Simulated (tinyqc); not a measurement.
The scattering mechanism: Boltzmann transport in a parabolic band with a power-law relaxation time.

F_j(eta) = (1/Gamma(j + 1)) integral_0^infinity x^j dx/(1 + exp(x - eta)), which tends to exp(eta) for eta << 0.

tau = tau0 x^r with x = E/kT. With K_j = Gamma(j + 1) F_j(eta): <tau> = tau0 (r + 3/2) K_(r+1/2)/((3/2) K_(1/2)); mu = <tau>/(mc m0/e), m0/e = 5.685630e-12 kg/C; Hall factor rH = (3/2) K_(1/2) (2r + 3/2) K_(2r+1/2)/((r + 3/2) K_(r+1/2))^2; Seebeck S = -(kB/e) [(r + 5/2) K_(r+3/2)/((r + 3/2) K_(r+1/2)) - eta]; Lorenz number L = (kB/e)^2 [(r + 7/2) K_(r+5/2)/((r + 3/2) K_(r+1/2)) - ((r + 5/2) K_(r+3/2)/((r + 3/2) K_(r+1/2)))^2]; kB/e in V/K. Valley anisotropy is left out of rH.

Constants: kB = 8.617333262e-05 eV/K.
eta = 3.89626

Same eta for each exponent.

Results:
```
r                                     mechanism  <tau>/tau0     rH  S (microvolt/K)  L (1e-8 W ohm/K^2)
-0.5                           acoustic phonons       0.469  1.040            -69.8               2.084
0.0                  a constant relaxation time       1.000  1.000            -95.9               2.169
0.5   polar optical or piezoelectric scattering       2.205  1.030           -121.2               2.293
1.5                          ionised impurities      11.694  1.267           -171.4               2.641
```

What does the comparison show?

From r = -1/2 to 3/2 |S| grows by 101.6 microvolt/K, against 2 kB/e = 172.3 in the non-degenerate limit: scattering that favours fast electrons raises the mean energy carried. rH is 1 only for constant tau and reaches 1.267 for r = 3/2; L spans 2.084 to 2.641 against the metallic 2.443.

Computed by tinyqc, a small Python program: `OMP_NUM_THREADS=1 python tinyqc.py 1651765 1651766 out.jsonl` (the numbers bound the seed that draws the inputs); one thread of a shared host (Intel(R) Xeon(R) Processor @ 2.30GHz), about 0.01 s for the whole set of steps.
